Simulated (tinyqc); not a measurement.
Type-II superlattice in the two-band Kane model: one step. Wave numbers and masses at one energy. Three cases, with inputs chosen for the exercise.

Task: Give k^2 and m(E) in both layers.

Motion along the axis, period d = a + b, c = hbar^2/2m0. Conduction and light-hole bands couple: (E - Ec)(E - Ev) = Ep c k^2 in each layer, with mass m(E) = (E - Ev)/Ep, which may be negative. The conduction envelope psi and psi'/m(E) are continuous; a layer carries them by [[cos kt, (m/k) sin kt], [-(k/m) sin kt, cos kt]] (cosh and sinh for k^2 < 0), and cos(q d) = tr(M_B M_A)/2. C1 is the first miniband above EvB, with its bottom at tr/2 = +1 and its top at -1; the gap is the bottom of C1 less the top heavy-hole level HH1.

Constants: hbar^2/2m0 = 3.80998211 eV angstrom^2.

Case 1.

Values chosen (near those of an InAs/GaSb superlattice; shifted at random, so the results belong to these values and not to a real crystal): a = 49 angstrom (layer A); b = 25 angstrom (layer B); EcA = 0 eV (conduction edge of A); EvA = -0.421 eV (valence edge of A); EcB = 0.938 eV (conduction edge of B); EvB = 0.112 eV (valence edge of B); EpA = 14.4 eV (coupling energy in A); EpB = 18.3 eV (coupling energy in B); E = 0.143 eV (trial energy).

Case 2.

Values chosen (near those of an InAs/GaSb superlattice; shifted at random, so the results belong to these values and not to a real crystal): a = 37 angstrom (layer A); b = 51 angstrom (layer B); EcA = 0 eV (conduction edge of A); EvA = -0.415 eV (valence edge of A); EcB = 0.927 eV (conduction edge of B); EvB = 0.122 eV (valence edge of B); EpA = 14.1 eV (coupling energy in A); EpB = 17.7 eV (coupling energy in B); E = 0.33 eV (trial energy).

Case 3.

Values chosen (near those of an InAs/GaSb superlattice; shifted at random, so the results belong to these values and not to a real crystal): a = 49 angstrom (layer A); b = 47 angstrom (layer B); EcA = 0 eV (conduction edge of A); EvA = -0.422 eV (valence edge of A); EcB = 0.923 eV (conduction edge of B); EvB = 0.114 eV (valence edge of B); EpA = 14.5 eV (coupling energy in A); EpB = 18.1 eV (coupling energy in B); E = 0.257 eV (trial energy).

Give: Layers.

Result:

Case 1.

Layers:
```
layer  k^2 (1/angstrom^2)  m(E) (m0)
A               0.0014700    0.03917
B             -0.00035347    0.00169
```

In B the decay constant is 0.0188 1/angstrom; across the gap of B it peaks at mid-gap, at 0.0495, and vanishes at both edges.

Case 2.

Layers:
```
layer  k^2 (1/angstrom^2)  m(E) (m0)
A               0.0045764    0.05284
B              -0.0018414    0.01175
```

In B the decay constant is 0.0429 1/angstrom; across the gap of B it peaks at mid-gap, at 0.0490, and vanishes at both edges.

Case 3.

Layers:
```
layer  k^2 (1/angstrom^2)  m(E) (m0)
A               0.0031587    0.04683
B              -0.0013810    0.00790
```

In B the decay constant is 0.0372 1/angstrom; across the gap of B it peaks at mid-gap, at 0.0487, and vanishes at both edges.

Computed by tinyqc, one run a case: `OMP_NUM_THREADS=1 python tinyqc.py N N+1 out.jsonl` with N = 1250199, 1250209, 1250334; one thread of a shared Intel(R) Xeon(R) Processor @ 2.30GHz, about 2 s a run at most.
